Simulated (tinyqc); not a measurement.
Ellipsometry and reflectance of a transparent film on an absorbing substrate: one step of the calculation.

Air (index 1), film, substrate with N2 = n2 - i k2; time factor exp(+i w t). q_j = sqrt(N_j^2 - sin^2 th), root with positive real part. Fresnel coefficients r_s = (q_a - q_b)/(q_a + q_b), r_p = (N_b^2 q_a - N_a^2 q_b)/(N_b^2 q_a + N_a^2 q_b). tan(Psi) exp(i Delta) = R_p/R_s, Delta taken from 0 to 360 degrees.

Task. Interface coefficients and thickness period. q0, q1, q2 and the coefficients r01 and r12 for p and s; the results repeat in d with the period lam/(2 q1).

Values chosen for this exercise; indices close to those of photoresist on silicon:
- lam = 405 nm (wavelength)
- th = 65 degrees (angle of incidence)
- n1 = 1.648 (index of the transparent film)
- n2 = 5.42 (index of the substrate)
- k2 = 0.329 (extinction coefficient of the substrate)

Wanted: q0; q1; q2; r01,p; r01,s; r12,p; r12,s; period.

Result.

q0 = 0.42262
q1 = 1.3764
q2 = 5.3440-0.3337i
r01,p = -0.090572
r01,s = -0.53017
r12,p = 0.47272-0.02288i
r12,s = -0.59138+0.02029i
period = 147.12 nm

Computed by the program tinyqc: `OMP_NUM_THREADS=1 python tinyqc.py 2870119 2870120 out.jsonl`, one thread of a shared Intel Xeon 2.30GHz, about 0.01 s for the whole run.
